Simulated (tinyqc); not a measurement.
From one set of inputs to another, one input at a time: defect equilibria of an oxide against oxygen pressure (mass action). Computed by tinyqc, a small Python program. Command: `OMP_NUM_THREADS=1 python tinyqc.py 3027925 3027926 out.jsonl brouwer ladder`. One thread of a shared host (Intel(R) Xeon(R) Processor @ 2.30GHz), about 0.01 s of CPU time with the checks.

Defects: oxygen vacancies V (charge +2), electrons n, holes p, the ionic partner X = V_M'''' (charge -4). Activities are taken equal to concentrations.

The inputs printed are set A. Inputs not listed in the table keep their values of set A, so the rows need not describe a real material.

Inputs (values chosen for the exercise, for a model oxide):
```
quantity                  value             unit
reduction enthalpy H_r     3.97               eV
prefactor K_r0          2.8e+70  cm^-9 atm^(1/2)
gap E_g                    2.83               eV
prefactor N_c N_v       4.4e+41            cm^-6
disorder enthalpy H_s      5.43               eV
prefactor K_s0          2.8e+67            cm^-9
temperature T               900                K
oxygen pressure P         1e-18              atm
```

Ionic disorder: Schottky, oxide MO2. Dopant (singly charged, fully ionised): none.

Constants: k_B = 8.617333262e-05 eV/K.

Method:
- K_r = K_r0 exp(-H_r/k_B T) = [V] n^2 P^(1/2); K_i = N_c N_v exp(-E_g/k_B T) = n p; K_s = K_s0 exp(-H_s/k_B T) = [X] [V]^2.
- Neutrality: 2 [V] + p = n + 4 [X]. With n as the unknown, [V] = K_r/(n^2 P^(1/2)), p = K_i/n, [X] = K_s/[V]^2; the log ratio is ln(positive/negative).
- The root is found by 60 bisections in ln n between n = 1e-10 and 1e25 cm^-3.

Each row keeps all changes above it:
```
input moved                          from       to  [V] (cm^-3)   p (cm^-3)  [X] (cm^-3)
set A                                   -        -   7.4363e+18  4.2050e+06   1.9851e-01
disorder enthalpy H_s (eV)           5.43     5.77   7.4363e+18  4.2050e+06   2.4766e-03
reduction enthalpy H_r (eV)          3.97     4.39   1.2229e+18  2.5570e+07   9.1578e-02
gap E_g (eV)                         2.83      2.4   1.2229e+18  6.5406e+09   9.1578e-02
oxygen pressure P (atm)             1e-18    1e-07   1.7950e+16  4.4561e+11   4.2508e+02
prefactor K_r0 (cm^-9 atm^(1/2))  2.8e+70  1.2e+71   2.9156e+16  2.7433e+11   1.6111e+02
```

[V] goes from 7.44e18 to 2.92e16, a factor 0.00392 in all. The largest single move comes from oxygen pressure P (a factor 0.0147), and prefactor K_r0 works against it (a factor 1.62). p goes from 4.20e6 to 2.74e11, a factor 65200 in all. The largest single move comes from gap E_g (a factor 256). [X] goes from 0.199 to 161, a factor 812 in all. The largest single move comes from oxygen pressure P (a factor 4640), and disorder enthalpy H_s works against it (a factor 0.0125). The single moves hold for this order of the switches; the total does not depend on the order.

Extremes, crossings and ranges named in words are read from the listed rows.
